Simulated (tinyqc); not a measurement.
Raising the compensation: heavy doping: band filling, gap narrowing, band tails and the effective intrinsic density. Computed by tinyqc, a small Python program. Command: `OMP_NUM_THREADS=1 python tinyqc.py 3025876 3025877 out.jsonl gapnarrow sweep`. One thread of a shared host (Intel(R) Xeon(R) Processor @ 2.30GHz), about 0.04 s of CPU time with the checks.

An n-type crystal above its Mott density, with all dopants ionised: n = N_D - N_A, ionised centres N_I = N_D + N_A. Valleys are taken as spherical with mass m_e.

Inputs (values chosen for the exercise, for a model semiconductor):

| quantity | value | unit |
|---|---|---|
| gap E_g | 0.73 | eV |
| electron mass m_e | 0.182 | m_0 |
| valleys M_c | 4 | - |
| dielectric constant eps | 19 | - |
| donor density N_D | 2.8e+19 | cm^-3 |
| temperature T | 150 | K |

Conduction band: parabolic.

Constants: a_0 = 0.529177210903 angstrom; Ry = 13.605693123 eV; k_B = 8.617333262e-05 eV/K; hbar^2/(2 m_0) = 3.80998212 eV angstrom^2; e = 1.602176634e-19 C; eps_0 = 8.8541878128e-12 F/m; e^2/(4 pi eps_0) = 14.39964548 eV angstrom.

Method:
- n = N_D (1 - ratio); Ry* = Ry m_e/eps^2, a* = a_0 eps/m_e; r_s = (3/(4 pi n))^(1/3)/a*; k_F = (3 pi^2 n/M_c)^(1/3); Mott density (0.26/a*)^3.
- n = M_c (1/(2 pi^2)) (m_e/(hbar^2/2m_0))^(3/2) int sqrt(E) f dE, f = 1/(1 + exp((E - E_F)/k_B T)); trapezoid rule in t = sqrt(E/k_B T), step 0.02 up to 12; E_F by bisection from the band edge.
- At T = 0, E_F = (hbar^2/2m_0) k_F^2/m_e; dn/dE_F uses f (1 - f)/k_B T in place of f.
- Screening: q^2 = (e/(eps eps_0)) dn/dE_F. Exchange lowers the conduction band by (1/pi) k_F e^2/(4 pi eps_0 eps) (T = 0 Hartree-Fock at k_F, taken as a rigid shift). Screening raises the valence band by (q/2) e^2/(4 pi eps_0 eps) (static Coulomb hole). The narrowing is the sum; electron correlation and carrier-ion shifts are left out. Root-mean-square potential of randomly placed ions: V_rms = (e^2/(4 pi eps_0 eps)) sqrt(2 pi N_I/q).

One run for each value:

| compensation ratio N_A/N_D | E_F above the band edge (meV) | V_rms (meV) | screening length 1/q (angstrom) | gap narrowing (meV) |
|---|---|---|---|---|
| 0.00 | 71.331 | 37.265 | 13.742 | 41.851 |
| 0.10 | 66.194 | 39.479 | 14.022 | 40.809 |
| 0.20 | 60.832 | 41.712 | 14.348 | 39.663 |
| 0.35 | 52.255 | 45.185 | 14.967 | 37.686 |
| 0.50 | 42.796 | 49.003 | 15.843 | 35.250 |
| 0.65 | 31.923 | 53.636 | 17.254 | 32.023 |
| 0.80 | 18.206 | 60.592 | 20.185 | 27.122 |
| 0.90 | 4.787 | 70.075 | 25.576 | 21.443 |

Describe and explain the trends.

Over the rows, E_F above the band edge (meV) falls from 71.3 to 4.79; V_rms (meV) rises from 37.3 to 70.1; screening length 1/q (angstrom) rises from 13.7 to 25.6. Compensation removes screening electrons and adds ions, so V_rms/E_F goes from 0.52 to 14.64.

Caution (all rows): the screening length is well below a*, where static Thomas-Fermi screening overstates the Coulomb hole. Caution (rows 0.500, 0.650, 0.800, 0.900): V_rms exceeds both E_F and k_B T, so band tails reshape the edge. Caution (rows 0.800, 0.900): E_F is less than 2 k_B T above the edge: the T = 0 exchange term overstates the shift, and an absorption edge at k_F has no meaning.
